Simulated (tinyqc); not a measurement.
MOSFET with velocity saturation and source resistance: one step of the calculation.

Strong inversion, charge Q = Cox (Vg - m V) at channel potential V with Vg the gate overdrive, and drift velocity v = mu E/(1 + mu E/vsat). Integrating along the channel gives I = mu Cox (1/L)(Vg Vd - m Vd^2/2)/(1 + Vd/Vc) per width, Vc = vsat L/mu, which peaks at Vdsat. Units: I in uA/um, Rs in ohm um, so the drop over Rs is 1e-6 I Rs volts.

Task. Saturation current with source resistance. Vg = Vgs - I Rs - VT (0 if negative), mu = mu0/(1 + th Vg), Vc = vsat L/mu, x = sqrt(1 + 2 Vg/(m Vc)), Vdsat = 2 Vg/(m (1 + x)), Isat = Cox vsat Vg (x - 1)/(x + 1) per width. I(new) = Isat.

Inputs (values chosen for the exercise):
- Cox = 2.21 uF/cm^2 (gate capacitance)
- mu0 = 560 cm^2/(V s) (mobility at low gate voltage)
- th = 0 1/V (mobility degradation)
- vsat = 7.7e6 cm/s (saturation velocity)
- m = 1.16 (body factor)
- VT = 0.52 V (threshold)
- L = 0.05 um (channel length)
- Rs = 900 ohm um (source resistance)
- Vgs = 2.5 V (gate voltage)

I after iteration 1 = 2539.1912 uA/um

Find: Vg; mu; Vc; Vdsat; Isat; I after iteration 2.

Result.

Vg = 0 V
mu = 560.00 cm^2/(V s)
Vc = 0.068750 V
Vdsat = 0 V
Isat = 0 uA/um
I after iteration 2 = 0 uA/um

Range of the model: At this length velocity overshoot and near-ballistic transport, left out here, matter.

Program tinyqc, `OMP_NUM_THREADS=1 python tinyqc.py 2500051 2500052 out.jsonl`; Intel Xeon 2.30GHz, shared host, one thread, about 0.01 s.
